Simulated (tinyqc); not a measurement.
Rise against time: self-heating of a transistor with one or more fingers, with temperature-dependent conductivity. Computed by tinyqc, a small Python program. Command: `OMP_NUM_THREADS=1 python tinyqc.py 3026781 3026782 out.jsonl selfheat walk`. One thread of a shared host (Intel(R) Xeon(R) Processor @ 2.30GHz), about 0.05 s of CPU time with the checks.

N long parallel fingers lie on the top face of a slab whose bottom is held at T_0; the top is otherwise insulated, and heat flows in two dimensions. P in W/mm is 1000 P in W/m.

Inputs (values chosen for the exercise, modelled on indium phosphide):
```
quantity                                      value           unit
conductivity at the base temperature kappa_0     72        W/(m K)
power per gate width P                         0.56           W/mm
fingers N                                         3              -
finger pitch s                                   11     micrometre
width of the heat source w                     0.57     micrometre
substrate thickness t                           400     micrometre
heat capacity C                                1.45  1e6 J/(m^3 K)
pulse length                                     28    microsecond
```

Power: fixed power.

Method:
- A line source of power P on the top face raises the top at distance x by (P/(pi kappa_0)) g(x), g(x) = -ln tanh(pi x/(4 t)) (the image sum for the slab). On a strip of width w the centre sees the mean of g over the strip, g_0 = 1 + ln(8 t/(pi w)) for w much below t.
- theta_i = (P/(pi kappa_0)) [g_0 + sum over j != i of g(|i - j| s)], with equal powers and constant conductivity; thermal resistance = largest theta/P.
- After switching on, theta(tau) = (P D/kappa_0) int_0^tau X(u) Z(u) du at the hottest finger, D = kappa_0/C; X = sum over fingers at distance x of [erf((x + w/2)/r) - erf((x - w/2)/r)]/(2 w), Z = sum_(j=-200..200) (-1)^j exp(-(2 j t/r)^2)/sqrt(pi D u), r = 2 sqrt(D u); trapezoid rule on 300 points evenly spaced in ln u from u_0 = 1e-3 min(tau, w^2/D) to tau, plus the exact piece 2 sqrt(u_0/(pi D))/w below u_0. Conductivity and power are held at their base values here, and Fourier's law is used even where the diffusion length is near a phonon free path.

diffusivity D = 49.6552 micrometre^2/microsecond

theta of each finger (K): 38.2903  40.0052  38.2903

largest theta = 40.0052 K

Heating curve:
```
time (microsecond)  sqrt(D time) (micrometre)  rise (K)  share of the steady rise
0.0032                                0.39862    4.3597                     0.109
0.032                                  1.2605    7.1635                    0.1791
0.32                                   3.9862    10.148                    0.2537
3.2                                    12.605    15.987                    0.3996
32                                     39.862    24.135                    0.6033
160                                    89.134    30.074                    0.7518
640                                    178.27    35.207                    0.8801
1900                                   307.16    38.697                    0.9673
4800                                   488.21    39.906                    0.9975
```

Half the steady rise is reached between 3.2 and 32 microseconds, and the last row holds 99.8 % of it; the slowest time constant is 4 t^2/(pi^2 D) = 1310 microseconds. While the diffusion length lies between w and the pitch or thickness, the rise grows as the logarithm of time; once it nears the pitch of 11 micrometre the neighbours add their heat.

Extremes, crossings and ranges named in words are read from the listed rows.
